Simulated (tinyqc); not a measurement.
Heavy doping: band filling, gap narrowing, band tails and the effective intrinsic density: one step, computed by the program tinyqc. Command: `OMP_NUM_THREADS=1 python tinyqc.py 3013316 3013317 out.jsonl gapnarrow walk`. One thread of a shared host (Intel(R) Xeon(R) Processor @ 2.30GHz), about 0.02 s of CPU time with the checks.

An n-type crystal above its Mott density, with all dopants ionised: n = N_D - N_A, ionised centres N_I = N_D + N_A. Valleys are taken as spherical with mass m_e.

Task: Scales. n = N_D (1 - ratio); Ry* = Ry m_e/eps^2, a* = a_0 eps/m_e; r_s = (3/(4 pi n))^(1/3)/a*; k_F = (3 pi^2 n/M_c)^(1/3); Mott density (0.26/a*)^3.

Inputs (values chosen for the exercise, for a model semiconductor): electron mass m_e = 0.193 m_0; valleys M_c = 1; dielectric constant eps = 8.42; donor density N_D = 3.9e+19 cm^-3; compensation ratio N_A/N_D = 0.

Conduction band: non-parabolic (Kane).

Constants: a_0 = 0.529177210903 angstrom; Ry = 13.605693123 eV.

Give: n; Ry*; a*; r_s; k_F; Mott density.

Result:

n = 3.90e+19 cm^-3

Ry* = 37.04 meV

a* = 23.09 angstrom

r_s = 0.7924

k_F = 0.1049 1/angstrom

Mott density = 1.428e+18 cm^-3
